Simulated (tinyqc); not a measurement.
Pressure series at fixed power: global model of a low-pressure process discharge: electron temperature, density, ion flux and ion energy. Computed by tinyqc, a small Python program. Command: `OMP_NUM_THREADS=1 python tinyqc.py 3112291 3112292 out.jsonl plasma walk`. One thread of a shared host (Intel(R) Xeon(R) Processor @ 2.30GHz), about 0.01 s of CPU time with the checks.

Maxwellian electrons with temperature T_e in eV, one positive ion, no negative ions, uniform bulk density n; rate constants have the Arrhenius form.

Inputs (values chosen for the exercise, of the order of those of an inductive discharge in a simple atomic gas):
```
quantity,value,unit
ion mass M,40,u
ionisation prefactor K0,3.3e-14,m^3/s
ionisation energy E_iz,16.9,eV
excitation prefactor X0,1.1e-14,m^3/s
excitation energy E_ex,8.41,eV
elastic rate constant K_el,6.9e-14,m^3/s
ion-neutral cross section,6.5e-19,m^2
gas temperature T_g,500,K
radius R,16,cm
height L,9.7,cm
absorbed power P,1200,W
```

Constants: k_B = 1.380649e-23 J/K; e = 1.602176634e-19 C; u = 1.6605390666e-27 kg; m_0 = 9.1093837015e-31 kg.

Method:
- n_g = p/(k_B T_g), lambda_i = 1/(n_g sigma), K_iz = K0 exp(-E_iz/T_e), h_L = 0.86/sqrt(3 + L/(2 lambda_i)), h_R = 0.8/sqrt(4 + R/lambda_i), A_eff = 2 pi R^2 h_L + 2 pi R L h_R and d_eff = pi R^2 L/A_eff follow p.
- Particle balance: K0 exp(-E_iz/T_e) n_g d_eff = u_B, u_B = sqrt(e T_e/M).
- E_c = E_iz + (X0 exp(-E_ex/T_e) E_ex + K_el (3 m_0/M) T_e)/K_iz; E_T = E_c + (5/2) T_e + (T_e/2) ln(M/(2 pi m_0)); n = P/(e u_B A_eff E_T); J = e h_L n u_B. Pressures without a root below 2 E_iz are left out.

Against pressure:
```
p (Pa),T_e (eV),E_c (eV),E_T (eV),n (1/cm^3),J (mA/cm^2)
0.1,8.2433,24.76,83.94,1.8588e+11,6.1429
0.2,5.6031,29.67,69.89,2.9329e+11,7.5100
0.5,3.9426,41.07,69.38,4.2099e+11,7.7824
1.0,3.1989,56.79,79.76,4.9601e+11,6.9015
2.0,2.6758,83.96,103.17,5.3849e+11,5.4116
5.0,2.1888,152.92,168.64,5.3729e+11,3.3468
10.0,1.9203,251.21,265.00,5.0312e+11,2.1387
20.0,1.7097,421.88,434.16,4.5411e+11,1.3082
```

What follows from these numbers?

T_e falls from 8.24 to 1.71 eV, n changes by a factor 2.4 and J by 0.21; in J = P h_L/(A_eff E_T), E_T changes by a factor 5.17 and is least at 0.5 Pa, between wall losses at high T_e and excitation losses at low T_e.

Extremes, crossings and ranges named in words are read from the listed rows.
